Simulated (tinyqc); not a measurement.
# Worked calculation: on-chip interconnect, size-dependent resistivity and RC delay

tinyqc, about 0.01 s, one thread, Intel Xeon 2.30GHz (shared host): `OMP_NUM_THREADS=1 python tinyqc.py 2100061 2100062 out.jsonl` Printed values are rounded.

A rectangular line between two neighbours and two ground planes. Surface and grain-boundary scattering are added to the bulk resistivity as corrections; capacitances are parallel-plate values without fringing; inductance is ignored.

Parameters, values chosen for the exercise; metal values close to those of copper: bulk resistivity rho0 = 1.67 uohm cm; bulk mean free path lam = 40.9 nm; specular share of surface scattering ps = 0; reflection coefficient of grain boundaries Rg = 0.55; grain size over the metal width gr = 1; drawn line width wd = 15 nm; aspect ratio, height over width AR = 1.9; liner on both walls and the bottom, not conducting tl = 1.7 nm; space to the neighbouring lines sp = 15 nm; dielectric height to the planes above and below hd = 27 nm; relative permittivity of the dielectric ek = 4.2; Miller factor of the neighbours Mf = 1; line length Lw = 110 um; driver resistance Rd = 8900 ohm; load capacitance Cl = 0.34 fF; time step dt = 75 ps.

Constants: eps0 = 8.8541878128e-12 F/m. Results are converted to the units shown.

Range of the model: The metal width is under the mean free path, where the thick-limit surface term and the simple sum of corrections lose accuracy.

## Resistivity, resistance and capacitance per length

Metal width x = wd - 2 tl, height y = AR wd - tl; grain boundaries (Mayadas-Shatzkes): al = (lam/(gr x)) Rg/(1 - Rg), g = 1/[1 - 3 al/2 + 3 al^2 - 3 al^3 ln(1 + 1/al)] - 1; surfaces (Fuchs-Sondheimer, thick limit): s = (3/8) lam (1 - ps)(1/x + 1/y); rho = rho0 (1 + g + s); r = rho/(x y); c = eps0 ek (2 wd/hd + 2 Mf AR wd/sp).

x = 11.6 nm
y = 26.8 nm
al = 4.30939
g = 5.80530
s = 1.89449
rho = 14.5287 uohm cm
r = 467.340 ohm/um
c = 0.182632 fF/um

rho is 8.70 times the bulk value; grain boundaries add more (5.81 against 1.89). The liner takes 27.3 % of the cross-section.

## Ladder and Elmore delays

6 equal pi sections: series Rs = r Lw/6; node capacitances c Lw/6, halved at nodes 0 and 6, with Cl added to node 6; Rd feeds node 0. Elmore delay of node k: the sum, over the resistors on the path to k, of resistance times all capacitance downstream of it.

Rs = 8567.90 ohm

```
node   C (fF)  Elmore delay (ps)
0     1.67413            181.823
1     3.34826            342.518
2     3.34826            474.525
3     3.34826            577.844
4     3.34826            652.476
5     3.34826            698.421
6     2.01413            715.677
```

The far-end value equals Rd (c Lw + Cl) + r Lw (c Lw/2 + Cl) for any number of pi sections; the line resistance contributes 74.6 % of it.

## Step 1: node voltages after a time step

v at t = 0, node 0 to 6 (V): 0  0  0  0  0  0  0

A 1 V step is applied behind Rd at t = 0. C dv/dt = -G v + b, with G the conductance matrix of the ladder (1/Rs between neighbours, 1/Rd added at node 0) and b = (1 V/Rd, 0, ...). Trapezoidal step: (C/dt + G/2) v(new) = (C/dt - G/2) v + b.

v at t = 1 dt, node 0 to 6 (V): 1.00424  0.42975  0.18402  0.07907  0.03462  0.01664  0.01140

Node 0 overshoots the 1 V source: the trapezoidal rule rings on modes much faster than dt.

## Step 2: node voltages after a time step

As before.

v at t = 2 dt, node 0 to 6 (V): 0.580575  0.593313  0.402419  0.237819  0.134168  0.080193  0.062103

## Course in time

A 1 V step is applied behind Rd at t = 0. C dv/dt = -G v + b, with G the conductance matrix of the ladder (1/Rs between neighbours, 1/Rd added at node 0) and b = (1 V/Rd, 0, ...). Trapezoidal step: (C/dt + G/2) v(new) = (C/dt - G/2) v + b. The last column solves the same ladder exactly by its modes.

Voltages (V):
```
t (ps)  node 0  node 3  node 6  node 6, exact
75.00    1.004  0.0791  0.0114         0.0085
150.0    0.581  0.2378  0.0621         0.0693
225.0    0.937  0.3424  0.1548         0.1606
300.0    0.743  0.4154  0.2540         0.2543
375.0    0.916  0.4912  0.3410         0.3412
450.0    0.827  0.5488  0.4194         0.4191
525.0    0.918  0.6044  0.4888         0.4881
600.0    0.877  0.6509  0.5496         0.5491
675.0    0.928  0.6928  0.6035         0.6028
750.0    0.911  0.7295  0.6507         0.6501
825.0    0.940  0.7616  0.6924         0.6918
900.0    0.934  0.7903  0.7291         0.7286
```

The far end of the ladder reaches 0.5 V at 538.9 ps, 0.753 of its Elmore delay (ln 2 = 0.693 for a single pole); the slowest mode has a time constant of 591.0 ps. The largest error of the trapezoidal steps at that node is 7.2 mV. Node 0 swings up and down from step to step: the trapezoidal rule does not damp modes much faster than dt, so these swings are numerical.
